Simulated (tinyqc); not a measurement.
# Configuration-coordinate model of a defect: Huang-Rhys factor and luminescence line shape, step by step

A worked calculation. Computed by tinyqc, a small Python program that keeps every step. Command: `OMP_NUM_THREADS=1 python tinyqc.py 3008928 3008929 out.jsonl ccline walk`. One thread of a shared host (Intel(R) Xeon(R) Processor @ 2.30GHz), about 0.01 s of CPU time with the checks. Intermediate numbers are printed to about 7 digits and carried at full precision; extremes and crossings named in words are read from the listed rows.

Ground state E_g(Q) = (1/2) omega_g^2 Q^2; excited state E_e(Q) = E_0 + (1/2) omega_e^2 (Q - dQ)^2 with omega_e = omega_g and E_0 = E_ZPL. Q is mass-weighted; the dipole does not depend on Q (Condon approximation).

Inputs (values chosen for the exercise, for a model defect):
```
quantity                          value              unit
zero-phonon energy E_ZPL           1.42                eV
displacement dQ                   0.346  u^(1/2) angstrom
ground-state phonon hbar omega_g   43.4               meV
temperature T                       120                 K
refractive index n_r                1.9                 -
transition dipole mu                0.9        e angstrom
quenching prefactor nu_0          2e+11               1/s
```

Modes: equal frequencies in both states.

Constants: hbar^2/u = 4.18015928e-03 eV angstrom^2; k_B = 8.617333262e-05 eV/K; hbar = 6.582119569e-16 eV s; e = 1.602176634e-19 C; eps_0 = 8.8541878128e-12 F/m; hbar = 1.054571817e-34 J s; c = 299792458 m/s.

## Huang-Rhys factors and vertical energies

S = hbar omega dQ^2/(2 hbar^2/u) for each state; relaxation energy S hbar omega; absorption at E_0 + S_e hbar omega_e, emission at E_0 - S_g hbar omega_g; the Stokes shift is their difference.

S_g = 0.6214685

S_e = 0.6214685

relaxation energy, ground state = 0.02697173 eV

relaxation energy, excited state = 0.02697173 eV

vertical absorption energy = 1.446972 eV

vertical emission energy = 1.393028 eV

Stokes shift = 0.05394346 eV

The coupling is weak: at low temperature the zero-phonon line is the strongest line.

## Emission lines at zero temperature

From the lowest excited level the line to ground level n lies at E_ZPL - n hbar omega_g with Franck-Condon weight exp(-S) S^n/n!; the emitted intensity carries a further factor E^3. S = S_g; up to eleven lines, of positive energy only, from n = max(0, integer part of S - 5).

Lines:
```
n   energy (eV)        weight  intensity / largest
0        1.4200  5.371551e-01         1.000000e+00
1        1.3766  3.338249e-01         5.662098e-01
2        1.3332  1.037308e-01         1.598192e-01
3        1.2898  2.148848e-02         2.997838e-02
4        1.2464  3.338603e-03         4.203126e-03
5        1.2030  4.149674e-04         4.697276e-04
6        1.1596  4.298152e-05         4.357543e-05
7        1.1162  3.815951e-06         3.450358e-06
8        1.0728  2.964367e-07         2.379707e-07
9        1.0294  2.046956e-08         1.451765e-08
10       0.9860  1.272119e-09         7.928549e-10
```

The weight peaks at n = 0 and the intensity at n = 0.

## Band at temperature T

Overlaps <m_e|n_g> of harmonic-oscillator functions (Hermite recursion, positive leading coefficients) by a sum over an even grid (700 points from x = -9 to 9 + d for the small table, 1500 points from -16 to 16 + d for the thermal sums), with x = Q sqrt(omega_g/hbar), d = sqrt(2 S_g) and frequency ratio omega_e/omega_g. Initial levels m = 0..24 carry Boltzmann weights exp(-m hbar omega_e/k_B T), normalised; final levels n = 0..79; a line lies at E_ZPL + m hbar omega_e - n hbar omega_g with weight w_m <m|n>^2. Moments are taken over these weights without the E^3 factor; FWHM = 2 sqrt(2 ln 2) x standard deviation; the zero-phonon weight is the sum of w_m <m|m>^2.

mean emission energy = 1.393028 eV

FWHM from the second moment = 0.08178803 eV

zero-phonon weight = 0.5302164

skewness = -1.212529

Caution: for small S the spectrum is a set of resolved lines, and a Gaussian width has little meaning.

## Crossing, radiative lifetime and thermal quenching

The curves cross at the root Q_c nearest dQ; the barrier is (1/2) omega_e^2 (Q_c - dQ)^2, with (1/2) omega^2 = (hbar omega)^2/(2 hbar^2/u). k_r = n_r omega^3 mu^2/(3 pi eps_0 hbar c^3) at the vertical emission energy, without local-field correction; k_nr = nu_0 exp(-barrier/k_B T) (Mott-Seitz); yield = k_r/(k_r + k_nr); T_1/2 = barrier/(k_B ln(nu_0/k_r)).

Q_c = 9.281054 u^(1/2) angstrom

classical barrier = 17.98668 eV

radiative lifetime = 63.31640 ns

luminescence yield = 1

quenching temperature T_1/2 = 22095.76 K

The barrier is so high that this route does not halve the yield below 1000 K. Caution: the curves cross far outside the range of the harmonic model, so the barrier and T_1/2 have no quantitative meaning.

## Width and zero-phonon weight against temperature

For comparison: FWHM(0) sqrt(coth(hbar omega_e/2 k_B T)) with FWHM(0) from the first row, and exp(-S_g coth(hbar omega_e/2 k_B T)).

Against temperature:
```
T (K)  mean energy (eV)  FWHM (eV)  coth law (eV)  zero-phonon weight  exp(-S coth)
25             1.393028  0.0805670      0.0805670           0.5371551     0.5371551
76             1.393028  0.0806737      0.0806737           0.5365455     0.5362704
150            1.393028  0.0834229      0.0834229           0.5210422     0.5136011
250            1.393028  0.0921363      0.0921363           0.4745834     0.4436281
400            1.393028  0.1078801      0.1078801           0.4021716     0.3281567
600            1.393028  0.1279203      0.1279203           0.3314459     0.2087340
860            1.393028  0.1509893      0.1509898           0.2742851     0.1127333
```

The width grows by a factor 1.87, flat while k_B T is well below hbar omega and as sqrt(T) above; for equal frequencies the coth law is exact. The mean energy stays fixed, as it must for equal frequencies. The zero-phonon weight goes from 0.537 to 0.274; the single exponential assumes equal frequencies, leaves out lines that absorb and emit the same number of phonons, and falls to 0.113.

Checks made by the program: grid overlaps at equal frequencies against the Poisson weights (relative difference below 1e-10); width at T against the coth law (relative difference below 1e-10).
